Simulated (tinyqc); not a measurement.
Inside a calculation. Model: programming of a floating-gate cell by Fowler-Nordheim tunnelling.

Program tinyqc, `OMP_NUM_THREADS=1 python tinyqc.py 2130056 2130057 out.jsonl`; Intel Xeon 2.30GHz, shared host, one thread, about 0.01 s. Printed values are rounded.

Per tunnel area the floating gate has Ctun = 3.9 eps0/tox to the channel (0 V) and Ccg to the control gate, Ct = Ctun/(1 - ag), no other coupling. With the threshold shift U = -Q/Ccg the field is F = ag (Vg - U)/tox, and dU/dt = J/Ccg. Fowler-Nordheim: J = A F^2 exp(-B/F), A = q^2/(16 pi^2 hbar mo phi) (times 1e14 for A/cm^2 with F in V/nm, emitter mass m0), B = (4/3) sqrt(mo/C) phi^1.5, C = hbar^2/(2 m0).

Parameters, values chosen for the exercise; oxide values close to those of silicon dioxide:
- phi = 3.13 eV (tunnel barrier)
- mo = 0.46 m0 (tunnelling mass)
- tox = 7.5 nm (tunnel oxide thickness)
- ag = 0.71 (coupling ratio Ccg/Ct)
- ar = 1300 nm^2 (tunnel area)
- Vt0 = -1.9 V (threshold shift at the start)
- Vg = 10.5 V (control-gate voltage)
- dt = 37 us (time step)
- n = 8 (steps)

Constants: q = 1.602176634e-19 C, hbar = 1.054571817e-34 J s, m0 = 9.1093837015e-31 kg, eps0 = 8.8541878128e-14 F/cm where lengths are in cm, hbar^2/(2 m0) = 0.0380998212 eV nm^2. Results are converted to the units shown.

Range of the model: Programming fields of 10 MV/cm and more wear the oxide; trapping and the channel potential are ignored.

## Constants of the cell

A, B, Ccg = ag Ct, the starting field and current, K = A B ag/(Ccg tox), and the knee time t0 = exp(B/F(0))/K.

A = 1.07059e8 A cm^-2 (V/nm)^-2
B = 25.6550 V/nm
Ccg = 1.12723 uF/cm^2
F(0) = 1.17387 V/nm
J(0) = 0.0475649 A/cm^2
K = 2.30664e14 1/s
t0 = 13.4460 us
electrons for 1 V of shift = 91.4630

## Explicit time steps against the exact solution

U(new) = U + dt J(F(U))/Ccg. Exact: exp(B/F(t)) = exp(B/F(0)) + K t, K = A B ag/(Ccg tox), and U = Vg - tox F/ag.

```
step  t (us)  F (V/nm)  J (A/cm^2)  U by steps (V)  U exact (V)
0          0   1.17387   0.0475649        -1.90000     -1.90000
1         37   1.02607  0.00156024        -0.33874     -1.19261
2         74   1.02122  0.00137254        -0.28753     -0.92152
3        111   1.01695  0.00122500        -0.24247     -0.75416
4        148   1.01315  0.00110590        -0.20226     -0.63380
5        185   1.00971  0.00100771        -0.16596     -0.54021
6        222   1.00658  9.25362e-4        -0.13289     -0.46385
7        259   1.00370  8.55296e-4        -0.10251     -0.39949
8        296   1.00105  7.94954e-4        -0.07444     -0.34395
```

The steps run ahead by 854 mV after the first and 270 mV after the last, as each uses the larger current of its start; the step is 2.8 of the knee time t0. The overshoot lowers the field, so later steps gain less than the exact curve and the error ends smaller than after the first step.
